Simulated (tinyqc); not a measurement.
Inside a calculation. Model: a particle near a wafer in liquid: double-layer and van der Waals forces (DLVO), deposition barrier and removal. Computed by tinyqc, a small Python program that keeps every step. Command: `OMP_NUM_THREADS=1 python tinyqc.py 3112510 3112511 out.jsonl dlvo walk`. One thread of a shared host (Intel(R) Xeon(R) Processor @ 2.30GHz), about 0.01 s of CPU time with the checks. Intermediate numbers are printed to about 7 digits and carried at full precision; extremes and crossings named in words are read from the listed rows.

Sphere and flat wall, Derjaguin approximation, constant potentials in the linear-superposition form, no retardation and no hydration force.

Inputs (values chosen for the exercise, of the order of those for silica on silica in water):

| quantity | value | unit |
|---|---|---|
| particle radius R | 16 | nm |
| Hamaker constant A | 4.6e-21 | J |
| potential of the particle psi_1 | -54 | mV |
| potential of the wafer psi_2 | -17 | mV |
| salt concentration c | 0.075 | mol/L |
| valence z of the symmetric salt | 1 | - |
| temperature T | 298 | K |
| dielectric constant of the liquid | 78.4 | - |
| gap h | 1.5 | nm |
| contact distance h0 | 0.4 | nm |
| contact radius over R | 0.076 | - |
| viscosity | 0.58 | mPa s |

Constants: e = 1.602176634e-19 C; N_A = 6.02214076e+23 1/mol; eps_0 = 8.8541878128e-12 F/m; k_B = 1.380649e-23 J/K; k_B = 8.617333262e-05 eV/K.

## Screening

kappa^2 = 2 z^2 e^2 N_A (1000 c)/(eps eps_0 k_B T); gamma_i = tanh(z e psi_i/(4 k_B T)); Z = 64 pi eps eps_0 (k_B T/(z e))^2 gamma_1 gamma_2.

kappa = 0.9010509 1/nm

Debye length = 1.109815 nm

gamma_1 = -0.4820935

gamma_2 = -0.1640060

Z = 7.277194 pN

kappa R = 14.41681

Like signs: the double layers repel.

## Energy and force at one gap

U(h) = Z R exp(-kappa h) - A R/(6 h); F(h) = -dU/dh = kappa Z R exp(-kappa h) - A R/(6 h^2), positive for repulsion.

double-layer energy = 7.324909 k_B T

van der Waals energy = -1.987631 k_B T

U(h) = 5.337278 k_B T

F(h) = 21.70323 pN

## The curve

The formulas are those given above.

Against the gap:

| h (nm) | kappa h | U (k_B T) | F (pN) |
|---|---|---|---|
| 0.4 | 0.36042 | 1.228223e+01 | -3.501451e+00 |
| 0.6 | 0.54063 | 1.151222e+01 | 2.702581e+01 |
| 1.0 | 0.90105 | 8.512336e+00 | 3.034336e+01 |
| 1.5 | 1.35158 | 5.337278e+00 | 2.170323e+01 |
| 2.5 | 2.25263 | 1.782379e+00 | 9.066169e+00 |
| 4.0 | 3.60420 | 2.465253e-02 | 2.087948e+00 |
| 7.0 | 6.30736 | -3.743346e-01 | -5.909812e-02 |
| 12.0 | 10.81261 | -2.478838e-01 | -8.307181e-02 |
| 20.0 | 18.02102 | -1.490719e-01 | -3.066510e-02 |
| 40.0 | 36.04203 | -7.453616e-02 | -7.666667e-03 |

Caution: in rows where h is not small against R, A R/(6 h) overstates the van der Waals term. Caution: in rows with kappa h below 1 linear superposition is only rough.

## Barrier and secondary minimum

F = 0 reads x^2 exp(-x) = y with x = kappa h and y = A kappa/(6 Z); the left side peaks at x = 2 with 4/e^2 = 0.5413, so roots exist for smaller y: x < 2 is the barrier, x > 2 the secondary minimum.

y = 0.09492748

position of the barrier = 0.4116061 nm

barrier height = 12.28709 k_B T

position of the secondary minimum = 6.555542 nm

energy at the secondary minimum = -0.3778032 k_B T

A barrier of this size slows deposition by roughly exp(barrier).

## Critical salt concentration

The barrier height is zero when U = 0 and F = 0 together: kappa h = 1 and kappa = 6 Z/(e A), e = 2.718282 here; c follows from kappa^2, with the potentials held fixed.

critical kappa = 3.491909 1/nm

critical concentration = 1.126389 mol/L

Caution: above about 1 mol/L the Debye length is of molecular size and surface potentials do not stay fixed, so this value is formal.

## Adding salt

kappa scales as sqrt(c); potentials are held fixed. A dash marks rows without a maximum.

Against the concentration:

| c (mol/L) | Debye length (nm) | barrier at (nm) | barrier (k_B T) | minimum at (nm) | minimum (k_B T) |
|---|---|---|---|---|---|
| 1.13e-04 | 28.59184 | 1.790783 | 24.91685 | 2.933550e+02 | -9.172709e-03 |
| 1.13e-03 | 9.04153 | 1.033382 | 22.35825 | 7.958633e+01 | -3.320588e-02 |
| 1.13e-02 | 2.85918 | 0.610693 | 17.97515 | 2.078034e+01 | -1.237336e-01 |
| 5.63e-02 | 1.28094 | 0.435408 | 13.29726 | 7.841536e+00 | -3.181034e-01 |
| 2.25e-01 | 0.64075 | 0.338313 | 7.87821 | 3.229548e+00 | -7.400164e-01 |
| 5.63e-01 | 0.40507 | 0.298674 | 3.55589 | 1.714318e+00 | -1.328211e+00 |
| 1.01e+00 | 0.30243 | 0.286774 | 0.56748 | 1.099828e+00 | -1.965415e+00 |
| 1.69e+00 | 0.23380 | 0.294836 | -2.09351 | 6.974172e-01 | -2.841872e+00 |
| 3.38e+00 | 0.16532 | - | - | - | - |

At low salt the barrier tends to Z R = 28.3 k_B T; it is half of that between 0.011 and 0.056 mol/L and changes sign at 1.1 mol/L, while the secondary minimum deepens to -2.0 k_B T at 0.9 of that.

## Removing an attached particle

Adhesion F_a = A R/(6 h0^2) [1 + a^2/(R h0)] - kappa Z R exp(-kappa h0), a the contact radius. Drag in a shear flow F_d = 1.7 x 6 pi mu R^2 G, acting at 1.4 R; rolling starts when 1.4 R F_d = a F_a. Wall shear stress = mu G.

van der Waals adhesion = 94.37973 pN

net adhesion F_a = 21.21452 pN

wall shear stress for rolling = 140.3876 Pa

shear rate G = 242047.6 1/s

Checks made by the program: force against a difference of U (relative difference below 1e-10).
